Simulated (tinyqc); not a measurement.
Thickness and doping from the maximum and minimum capacitance.

Question. A MOS capacitor has Cmax = Cox = eps0 eox/tox and 1/Cmin = 1/Cox + Wm/(eps0 eps_r), with Wm = sqrt(4 eps0 eps_r Vt ln(N/ni)/(q N)) and N well above ni. Find tox, Wm and N.

Values chosen for this exercise; band and dielectric values those of a made-up semiconductor: temperature T = 350 K; relative permittivity eps_r = 10.4; relative permittivity of the gate insulator (close to silicon dioxide) eox = 3.9.

Constants: q = 1.602176634e-19 C, kB = 1.380649e-23 J/K, Vt = kB T/q, eps0 = 8.8541878128e-14 F/cm where lengths are in cm. Results are converted to the units shown.

Cmax = 1.3281282 uF/cm^2
Cmin = 0.15528545 uF/cm^2
ni = 7.0882721e11 cm^-3

Solution. Cmax gives tox and the series difference Wm. N follows by iterating N = 4 eps0 eps_r Vt ln(N/ni)/(q Wm^2); ln(N/ni)/N falls steadily for N > e ni, so there is one root in that range.

tox = 2.60 nm
Wm = 52.4 nm
N = 3.30e17 cm^-3

Program tinyqc, `OMP_NUM_THREADS=1 python tinyqc.py 2060164 2060165 out.jsonl`; Intel Xeon 2.30GHz, shared host, one thread, about 0.01 s.
